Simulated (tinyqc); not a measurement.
Inside a calculation. Method: plane-wave Kohn-Sham cycle with exchange-only LDA in a layered model solid. One step of it, computed by the program tinyqc.

Task: Iteration 2: levels at that k. Diagonalise the Hermitian matrix.

H (hartree):
```
           -2         -1         +0         +1         +2
-2   2.717249  -0.260725   0.003544  -0.000160   0.000118
-1  -0.260725   0.527249  -0.260725   0.003544  -0.000160
+0   0.003544  -0.260725  -0.202752  -0.260725   0.003544
+1  -0.000160   0.003544  -0.260725   0.527249  -0.260725
+2   0.000118  -0.000160   0.003544  -0.260725   2.717249
```

Give: eigenvalues.

Result:

eigenvalues (hartree): -0.359  0.493  0.656  2.748  2.749
